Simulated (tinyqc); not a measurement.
Switching field against angle and time: single-domain magnet: Stoner-Wohlfarth switching, Neel-Arrhenius retention, LLG dynamics and spin torque. Computed by tinyqc, a small Python program. Command: `OMP_NUM_THREADS=1 python tinyqc.py 3001838 3001839 out.jsonl macro walk`. One thread of a shared host (Intel(R) Xeon(R) Processor @ 2.30GHz), about 0.01 s of CPU time with the checks.

The moment is uniform, with unit vector m; z is the easy axis. mu_0 = 1.25663706212e-6 T m/A, gamma = 1.76085963023e11 rad/(s T).

Inputs (values chosen for the exercise, for a model magnet):
```
quantity                      value    unit
saturation magnetisation M_s    922    kA/m
diameter d                       10      nm
aspect ratio p                  4.8       -
bulk anisotropy K_u              12  kJ/m^3
exchange stiffness A             15    pJ/m
temperature T                   358       K
attempt frequency f0              2     GHz
waiting time t_w                  1       s
```

Shape: prolate spheroid, easy axis along it.

Constants: k_B = 1.380649e-23 J/K.

Method:
- N_z = [p ln(p + sqrt(p^2 - 1))/sqrt(p^2 - 1) - 1]/(p^2 - 1); V = pi d^3 p/6; K_eff = K_u + K_shape, K_shape = -(mu_0 M_s^2/4)(3 N_z - 1); mu_0 H_K = 2 K_eff/M_s.
- Delta = K_eff V/(k_B T); tau = exp(Delta)/f0; probability of a flip within t_w: P = 1 - exp(-t_w/tau). Wall width parameter sqrt(A/K_eff); a two-domain state costs 4 sqrt(A K_eff) times the cross-section that the wall cuts (pi d^2/4).
- Energy over K_eff V: e(theta) = sin^2(theta) + 2 h cos(theta - psi) for m at the angle theta from +z and a field that points at psi from -z (it pulls m away from +z towards negative theta); h_sw = (cos^(2/3) psi + sin^(2/3) psi)^(-3/2).
- Switching field at T: the h at which the exact barrier equals ln(f0 t_w/ln 2) k_B T (0 if the zero-field barrier is lower). Sharrock form: h_sw [1 - (ln(f0 t_w/ln 2)/Delta)^(1/n)], n = 0.86 + 1.14 h_sw.

stability factor Delta = 117.845

Fields over H_K:
```
psi (degrees)  h_sw at T = 0  thermal, exact barrier  thermal, Sharrock form
1                    0.90707                 0.55213                 0.53508
10                   0.67381                 0.44825                 0.43491
20                   0.57365                 0.38993                 0.38556
30                   0.52402                 0.35920                 0.35948
45                   0.50000                 0.34399                 0.34645
60                   0.52402                 0.35920                 0.35948
75                   0.61466                 0.41447                 0.40628
89                   0.90707                 0.55213                 0.53508
```

What does the comparison show, and why?

At T = 0 the field is least at 45 degrees, H_K/2, and symmetric about it. Thermal help lowers it to 61 % at 1 degree and 69 % at 45 degrees; the Sharrock form misses the exact barrier by at most about 0.017 H_K, at psi = 1 (and its mirror angle).

Extremes, crossings and ranges named in words are read from the listed rows.
